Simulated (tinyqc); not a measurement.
Inside a calculation. Model: strained Delta valleys, repopulation and conductivity mass.

Computed by the program tinyqc: `OMP_NUM_THREADS=1 python tinyqc.py 2530081 2530082 out.jsonl`, one thread of a shared Intel Xeon 2.30GHz, about 0.01 s for the whole run. Printed values are rounded.

A cubic crystal with three pairs of conduction valleys along x, y and z under uniaxial stress X along [110] (X > 0 is tension); current along [110]. Non-degenerate electrons, fixed total density, one relaxation time for all valleys and stresses, masses unchanged by strain, so the mobility goes as the mean inverse mass.

Inputs (values chosen for the exercise); values close to those of silicon:
```
symbol,value,unit,meaning
T,250,K,temperature
s11,7.6,1/TPa,compliance
s12,-2.14,1/TPa,compliance
s44,12.4,1/TPa,compliance
Xu,9.36,eV,shear deformation potential
ml,0.906,m0,longitudinal mass
mt,0.189,m0,transverse mass
X,-990,MPa,uniaxial stress (tension positive)
```

Constants: q = 1.602176634e-19 C, kB = 1.380649e-23 J/K, Vt = kB T/q. Results are converted to the units shown.

Range of the model: Shear strain also changes the transverse masses of these valleys, which is left out.

## Strain tensor

Stress s_ij = X a_i a_j with a the unit vector along [110]; strain e_ii = s11 s_ii + s12 (s_jj + s_kk), e_ij = s44 s_ij/2.

strain (%):
```
            x           y          z
x  -0.2702700  -0.3069000  0.0000000
y  -0.3069000  -0.2702700  0.0000000
z   0.0000000   0.0000000  0.2118600
```

## Valley shifts and shares

Valley shift dE = Xu (n.e.n - trace(e)/3) with n the valley axis; share f proportional to exp(-dE/Vt).

```
valley   dE (meV)    share f
x       -15.04246  0.4710085
y       -15.04246  0.4710085
z        30.08491  0.0579830
```

The splitting is 45.1 meV, 2.1 Vt.

## Conductivity mass and mobility

Inverse mass along the current d = [110]: (n.d)^2/ml + (1 - (n.d)^2)/mt; mu/mu0 = sum f (1/m) over the plain mean of 1/m.

1/m along d, valley x to z (1/m0): [3.197379, 3.197379, 5.291005]
conductivity mass = 0.3013161 m0
unstrained value = 0.2567226 m0
mu/mu0 = 0.8520044

The possible range, all electrons in one kind of valley, is 0.821 to 1.36.
